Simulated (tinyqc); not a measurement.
Bound state in one dimension: Numerov shooting, finite differences, DVR, step by step. Computed by tinyqc, a small Python program that keeps every step. Settings: points = 48. Command: `OMP_NUM_THREADS=1 python tinyqc.py 24775 24776 out.jsonl` (the two numbers bound the seeds that draw the settings). One thread of a shared host (Intel(R) Xeon(R) Processor @ 2.60GHz), about 0.01 s of CPU time with the checks.

## Numerov steps at E = -11.54

One particle of mass 1 in V = -11.78 exp(-x^2/1.68^2) (atomic units), psi = 0 at both ends:
```
parameter                value
left end                    -7
right end                    7
intervals                   48
h                     0.291667
state sought (nodes)         1
```

k_i = 2 m (E - V_i); (1 + h^2 k_(i+1)/12) y_(i+1) = 2 (1 - 5 h^2 k_i/12) y_i - (1 + h^2 k_(i-1)/12) y_(i-1), from y_0 = 0, y_1 = 0.001.

Points along the way:
```
i         x          V         k             y
0   -7.0000  -3.40e-07  -23.0800        0.0000
1   -6.7083  -1.40e-06  -23.0800        0.0010
2   -6.4167  -5.44e-06  -23.0800        0.0043
3   -6.1250  -1.99e-05  -23.0800        0.0179
4   -5.8333  -6.84e-05  -23.0799        0.0735
5   -5.5417  -2.22e-04  -23.0796        0.3015
16  -2.3333    -1.7115  -19.6569  1422827.0485
17  -2.0417    -2.6899  -17.7002  5157439.1348
18  -1.7500    -3.9802  -15.1196      1.74e+07
19  -1.4583    -5.5449  -11.9902      5.36e+07
20  -1.1667    -7.2729   -8.5343      1.46e+08
21  -0.8750    -8.9812   -5.1176      3.44e+08
```

## Bisection on the node count

With more sign changes than the state has nodes (the last point included) the energy is too high, else too low; the bracket starts as -11.54 to -0.05.

Trials:
```
trial          E  sign changes  y at the right end   next
1      -5.795000             2            6.06e+11  lower
2      -8.667500             1           -5.16e+16  raise
3      -7.231250             2            2.04e+14  lower
4      -7.949375             1           -8.56e+14  raise
5      -7.590312             2            2.93e+14  lower
6      -7.769844             2            5.99e+13  lower
7      -7.859609             1           -2.69e+14  raise
8      -7.814727             1           -7.94e+13  raise
9      -7.792285             1           -4.12e+12  raise
10     -7.781064             2            2.92e+13  lower
11     -7.786675             2            1.29e+13  lower
12     -7.789480             2            4.47e+12  lower
13     -7.790883             2            1.94e+11  lower
14     -7.791584             1           -1.96e+12  raise
...          ...           ...                 ...    ...
29     -7.790946             1           -1.72e+07  raise
30     -7.790946             2            1.56e+07  lower
31     -7.790946             1           -7.77e+05  raise
```

eigenvalue = -7.790946 hartree

## The same grid by other methods

Three-point finite differences and the sine-DVR kinetic matrix of Colbert and Miller on the same points.

Lowest levels (hartree):
```
state  finite differences       DVR
0                -10.4214  -10.4021
1                 -7.8721   -7.7876
2                 -5.6517   -5.4667
3                 -3.7512   -3.4665
```
